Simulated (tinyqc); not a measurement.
k.p values derived from sp3s* tight binding at Gamma: one step. Electron mass. Two cases, with inputs chosen for the exercise.

Problem. m0/m = [<S+|d2H/dkx^2|S+>/2 + sum P^2/(E(S+) - E(P))]/c over P- and P+, with the direct term -(a/4)^2 sa sc Vss.

At Gamma the states are two-level mixtures: s-like S+ (upper) and S- (lower) from [[Esa, Vss], [Vss, Esc]], p-like P- (valence) and P+ from [[Epa, Vxx], [Vxx, Epc]], and the bare s* levels. With real k in 1/angstrom and kz = 0, the phase sums over the four bonds are g0 = 1 - (a k/4)^2/2, g1 = i a kx/4, g3 = -(a/4)^2 kx ky to second order. Each mixture is written (anion, cation) with the anion part positive. c = hbar^2/2m0. No spin-orbit coupling.

Constants: hbar^2/2m0 = 3.80998211 eV angstrom^2.

Give: parts of m0/m; mass.

Case 1.

Values chosen (out of a larger set: near a published set for GaAs, fitted to gaps, whose masses and valley positions are rough; not measured data): a = 5.658 angstrom (lattice constant); Vss = -6.421 eV (s-s).

States:

| state | E (eV) | anion part | cation part |
|---|---|---|---|
| S- | -12.465962 | 0.8360371 | 0.5486729 |
| P- | 0.025848 | 0.8829040 | -0.4695535 |
| S+ | 1.531962 | 0.5486729 | -0.8360371 |
| P+ | 4.698152 | 0.4695535 | 0.8829040 |

Couplings:

| pair | P (eV angstrom) | E(first) - E(second) (eV) |
|---|---|---|
| S+ to P- | -7.661972 | 1.506114 |
| S+ to P+ | -0.190428 | -3.166190 |
| S- to P- | 1.517743 | -12.491810 |
| s*a to P- | -3.204685 | 8.546152 |
| s*c to P- | 5.919633 | 6.810152 |

Solution.

parts of m0/m: direct -1.547, from P- 10.231, from P+ -0.003

mass = 0.1152 m0

The valence band supplies 118 % of m0/m; the direct term, which stands in for the free-electron 1, is -1.55. Sets of this kind were fitted to gaps and often give too heavy a mass, by up to a factor of two.

Case 2.

Values chosen (out of a larger set: near a published set for GaAs, fitted to gaps, whose masses and valley positions are rough; not measured data): a = 5.656 angstrom (lattice constant); Vss = -6.359 eV (s-s).

States:

| state | E (eV) | anion part | cation part |
|---|---|---|---|
| S- | -12.443274 | 0.8394119 | 0.5434957 |
| P- | -0.030850 | 0.8809845 | -0.4731451 |
| S+ | 1.495274 | 0.5434957 | -0.8394119 |
| P+ | 4.716850 | 0.4731451 | 0.8809845 |

Couplings:

| pair | P (eV angstrom) | E(first) - E(second) (eV) |
|---|---|---|
| S+ to P- | -7.748946 | 1.526124 |
| S+ to P+ | -0.211802 | -3.221575 |
| S- to P- | 1.408324 | -12.412425 |
| s*a to P- | -3.250134 | 8.497850 |
| s*c to P- | 5.985647 | 6.701850 |

Solution.

parts of m0/m: direct -1.522, from P- 10.327, from P+ -0.004

mass = 0.1136 m0

The valence band supplies 117 % of m0/m; the direct term, which stands in for the free-electron 1, is -1.52. Sets of this kind were fitted to gaps and often give too heavy a mass, by up to a factor of two.

Computed by tinyqc, one run a case: `OMP_NUM_THREADS=1 python tinyqc.py N N+1 out.jsonl` with N = 1480974, 1481021; one thread of a shared Intel(R) Xeon(R) Processor @ 2.30GHz, about 0.01 s a run at most.
